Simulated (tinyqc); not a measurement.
Changing the time step dt: finite-difference solution of the diffusion equation on a small grid. Computed by tinyqc, a small Python program. Command: `OMP_NUM_THREADS=1 python tinyqc.py 3001646 3001647 out.jsonl fdiff sweep`. One thread of a shared host (Intel(R) Xeon(R) Processor @ 2.30GHz), about 0.01 s of CPU time with the checks.

dC/dt = D d2C/dx2 on nodes x_j = j dx, j = 0..7; the far end is sealed.

Inputs (values chosen for the exercise): diffusivity D = 0.36 nm^2/s; grid spacing dx = 50 nm; final time t_f = 33000 s.

Boundary at x = 0: sealed surface. Scheme: explicit.

start values C_j, j = 0, 1, ... (% of a reference): 9.46  35.1  79.1  100  68.8  16.1  8.82  0

Method:
- The operator M acts as (M C)_j = C_(j-1) - 2 C_j + C_(j+1); at the sealed far end a mirror node gives 2 C_(N-2) - 2 C_(N-1); at j = 0, a mirror node gives 2 C_1 - 2 C_0.
- r = D dt/dx^2.
- With r = D dt/dx^2: (1 - theta r M) C(new) = (1 + (1 - theta) r M) C(old); theta = 0 explicit, 1 implicit, 1/2 Crank-Nicolson.
- The run takes n = round(t_f/dt) steps of length t_f/n.
- The dose is the trapezoidal sum of C dx; the error is the largest difference from exp(M D t/dx^2) C(0), the exact time evolution on the same grid.

One run for each value:
```
time step dt (s)  largest error at t_f (%)  mesh ratio r  final C_4 (%)  final dose (% nm)
128.906                            0.04129       0.01856         43.799            15632.5
257.812                            0.08252       0.03712         43.778            15632.5
515.625                            0.16478       0.07425         43.736            15632.5
1031.250                           0.32831       0.14850         43.654            15632.5
2062.500                           0.64933       0.29700         43.498            15632.5
```

What does the table show, and why?

Over the rows, largest error at t_f (%) rises from 0.0413 to 0.649 (exponent d ln y / d ln x about 0.99 throughout). The exponent of largest error at t_f stays between 0.98 and 1.00, near 1: first order in the step.

Extremes, crossings and ranges named in words are read from the listed rows.
